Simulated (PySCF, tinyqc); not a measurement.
FCI on RHF in the sto-6g basis, for H4, spin multiplicity 1, step by step. The lowest restricted solution is unstable here: a spin-polarised one lies 0.1225 hartree lower (PySCF). One step of it, computed by the program tinyqc.

Question. Iteration 3 (converged): orbitals. Diagonalise F' = X^T F X, C = X C', fill 2 alpha and 2 beta electrons from the bottom; D = 2 C_occ C_occ^T. Each column has its largest component positive (the first on a tie).

converged F (hartree), lower triangle:
```
           1H 1s      2H 1s      3H 1s      4H 1s
1H 1s  -0.144691
2H 1s  -0.308014  -0.144691
3H 1s  -0.089351  -0.060426  -0.144691
4H 1s  -0.060426  -0.089351  -0.308014  -0.144691
```

X, lower triangle:
```
           1H 1s      2H 1s      3H 1s     4H 1s
1H 1s   1.031840
2H 1s  -0.132021   1.031840
3H 1s  -0.063080  -0.004413   1.031840
4H 1s  -0.004413  -0.063080  -0.132021  1.031840
```

Give: F' = X^T F X; orbital energies; coefficients C; D after iteration 3.

Answer.

F' = X^T F X (hartree), lower triangle:
```
         1        2        3        4
1  -0.0623
2  -0.2881  -0.0623
3  -0.0643  -0.0027  -0.0623
4  -0.0027  -0.0643  -0.2881  -0.0623
```

orbital energies (hartree): MO1 -0.4174, MO2 -0.2834, MO3 0.1642, MO4 0.2873

coefficients C:
```
          MO1      MO2      MO3      MO4
1H 1s  0.4162   0.4837   0.5526   0.6113
2H 1s  0.4162   0.4837  -0.5526  -0.6113
3H 1s  0.4162  -0.4837   0.5526  -0.6113
4H 1s  0.4162  -0.4837  -0.5526   0.6113
```

D after iteration 3, lower triangle:
```
         1H 1s    2H 1s   3H 1s   4H 1s
1H 1s   0.8142
2H 1s   0.8142   0.8142
3H 1s  -0.1215  -0.1215  0.8142
4H 1s  -0.1215  -0.1215  0.8142  0.8142
```
